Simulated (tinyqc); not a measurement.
Worked calculation: chemical vapour deposition: Grove model, boundary layer, depletion and step coverage. Computed by tinyqc, a small Python program that keeps every step. Command: `OMP_NUM_THREADS=1 python tinyqc.py 3011711 3011712 out.jsonl cvd walk`. One thread of a shared host (Intel(R) Xeon(R) Processor @ 2.30GHz), about 0.01 s of CPU time with the checks. Intermediate numbers are printed to about 6 digits and carried at full precision; extremes and crossings named in words are read from the listed rows.

A precursor diffuses to the surface and reacts there at first order; each molecule that reacts adds one formula unit of film.

Inputs (values chosen for the exercise, close to those used for silicon dioxide from an alkoxysilane):
```
quantity                                       value                unit
prefactor k0 of k_s                          3.1e+09                cm/s
activation energy E                             1.85                  eV
temperature T                                    730                   C
total pressure p                                0.97                torr
mole fraction of the precursor Y                0.11                   -
gas diffusivity D0 at 273.15 K and 760 torr     0.57              cm^2/s
film density N                               2.2e+22  formula units/cm^3
precursor mass M                                 208                   u
trench width w                                 0.032                  um
aspect ratio of the trench                       7.4                   -
wafer radius R                                    10                  cm
wafer spacing s                                 0.79                  cm
```

Reactor: wafer stack, low pressure.

Constants: k_B = 1.380649e-23 J/K; u = 1.6605390666e-27 kg; k_B = 8.617333262e-05 eV/K.

## Gas-phase and surface constants

k_s = k0 exp(-E/(k_B T)); C_g = Y p/(k_B T), 1 torr = 133.322 Pa; D = D0 (T/273.15)^1.75 (760/p). Temperatures in kelvin are T(C) + 273.15. Mean speed c = sqrt(8 k_B T/(pi M)); reactive sticking probability beta = 4 k_s/c.

surface rate constant k_s = 1.57416 cm/s

precursor density C_g = 1.02711e+15 1/cm^3

gas diffusivity D = 4351.16 cm^2/s

mean speed c = 31955.0 cm/s

sticking probability beta = 1.97047e-04

## Uniformity across a wafer

Between two wafers the gas diffuses inward and reacts on both faces: (D/r) d/dr (r dC/dr) = 2 k_s C/s, so C(r)/C_g = I0(phi r/R)/I0(phi) with phi^2 = 2 k_s R^2/(s D); G(r) = k_s C(r)/N, 1 cm/s = 6e8 nm/min; the mean over the wafer is eta = 2 I1(phi)/(phi I0(phi)).

Thiele modulus phi = 0.302638

growth rate G at the edge = 44.0956 nm/min

rate at the centre over rate at the edge = 0.977490

effectiveness eta = 0.988723

The centre lags the edge by 2.3 %; for small phi the lag is phi^2/4 = 2.3 %. Caution: the mean free path 3D/c is comparable with or larger than the wafer spacing, where wall collisions cap D near (2s) c/3 and the lag is larger than computed.

## Pressure and uniformity

The formulas are those given above.

Effect of the total pressure at fixed Y:
```
p (torr)   D (cm^2/s)      phi  centre/edge  G at the edge (nm/min)
0.05      8.44125e+04  0.06871     0.998821             2.27297e+00
0.1       4.22062e+04  0.09717     0.997644             4.54593e+00
0.3       1.40687e+04  0.16831     0.992956             1.36378e+01
1         4.22062e+03  0.30728     0.976805             4.54593e+01
3         1.40687e+03  0.53223     0.932766             1.36378e+02
10        4.22062e+02  0.97171     0.799771             4.54593e+02
30        1.40687e+02  1.68306     0.542341             1.36378e+03
100       4.22062e+01  3.07282     0.193112             4.54593e+03
```

D scales as 1/p and phi as sqrt(p), while the edge rate grows as p. The centre stays within 5 % of the edge up to 1 torr: low pressure trades rate for uniformity and lets wafers stand close together. Caution: first-order rates above 1000 nm/min in the high-pressure rows are an extrapolation not met in practice. Caution: at the lowest pressures the mean free path exceeds the wafer spacing, so D stops growing as 1/p.

## Step coverage in a trench

In a long trench of width w and depth l = aspect ratio x w: Knudsen diffusivity D_K = (2w) c/3 (hydraulic diameter 2w), combined as 1/D_e = 1/D_K + 1/D; D_e d2C/dz2 = 2 k_s C/w with D_e dC/dz = -k_s C at the floor. With m = sqrt(2 k_s/(w D_e)): C(floor)/C(top) = 1/[cosh(m l) + (k_s/(D_e m)) sinh(m l)].

Knudsen diffusivity D_K = 0.0681706 cm^2/s

effective diffusivity D_e = 0.0681695 cm^2/s

modulus m l = 0.0899603

step coverage = 0.995424

Wall collisions limit transport in the trench; then m l = aspect ratio x sqrt(3 beta)/2, 0.0900, whatever the width. Coverage is nearly conformal. Caution: the hydraulic-diameter form of D_K is rough for a slit.

Checks made by the program: effectiveness against direct integration (relative difference below 1e-10); step coverage against a numerical boundary-value solution (relative difference below 1e-10).
